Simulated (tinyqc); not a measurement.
Interdiffusion in a binary couple: Darken equations, Kirkendall shift and Boltzmann-Matano analysis. Which input was changed? Computed by tinyqc, a small Python program. Command: `OMP_NUM_THREADS=1 python tinyqc.py 3011137 3011138 out.jsonl darken which`. One thread of a shared host (Intel(R) Xeon(R) Processor @ 2.30GHz), about 0.5 s of CPU time with the checks.

x is the mole fraction of B; the molar volume is constant, and the two halves are long enough to count as infinite.

Inputs (values chosen for the exercise, for a model alloy A-B):
```
quantity                            value   unit
tracer diffusivity D*_A(0)        2.8e-14  m^2/s
tracer diffusivity D*_B(0)        6.3e-15  m^2/s
slope k of ln D* with x             -0.33      -
regular-solution parameter W         0.07     eV
temperature T                        1150      K
left composition x_L                 0.18      -
right composition x_R                0.74      -
time t                              15000      s
composition x for the local step     0.25      -
```

Vacancy-wind correction: none.

Constants: k_B = 8.617333262e-05 eV/K.

Method:
- D*_i(x) = D*_i(0) exp(k x); thermodynamic factor Phi = 1 - 2 W x (1 - x)/(k_B T); intrinsic D_i = D*_i Phi; interdiffusion D~ = x D_A + (1 - x) D_B.
- With lambda = z/sqrt(t), the profile solves d/dlambda (D~ dx/dlambda) + (lambda/2) dx/dlambda = 0 with x = x_L and x_R far to the left and right; z = 0 is the original interface. It is solved as a boundary-value problem in y = lambda/sqrt(D~ at the mean composition) on -12 < y < 12 (collocation, tolerance 1e-8).
- Lattice planes move with v = (D_B - D_A) dx/dz; markers from the original interface stay at one composition, where z_K = 2 t v.

Task: One of these inputs alone was changed, within the range given: tracer diffusivity D*_A(0) (1.4e-14 to 5.6e-14); slope k of ln D* with x (-0.66 to -0.165); regular-solution parameter W (0.035 to 0.14); time t (7500 to 3e+04). Which one, and to what value?

Results:
```
run     marker position z_K (um)  interdiffusion coefficient D~ at the local x (m^2/s)  composition at the markers
before                 -5.130372                                          7.936671e-15                   0.4021804
after                  -5.834506                                          7.936671e-15                   0.4021804
```

Result:

Each candidate set to reproduce marker position z_K, and what it then gives; columns: (1) candidate; (2) range searched; (3) value needed; (4) interdiffusion coefficient D~ at the local x (m^2/s); (5) composition at the markers:
```
(1)                                                (2)           (3)         (4)      (5)
tracer diffusivity D*_A(0) (m^2/s)  1.4e-14 to 5.6e-14     3.236e-14  8.6747e-15  0.39839
slope k of ln D* with x                -0.66 to -0.165  out of reach           -        -
regular-solution parameter W (eV)        0.035 to 0.14  out of reach           -        -
time t (s)                               7500 to 3e+04         19400  7.9367e-15  0.40218
```

Only time t fits every result: it went from 15000 to 19400 s. The next best candidate, tracer diffusivity D*_A(0), misses one result by 9.3 %.
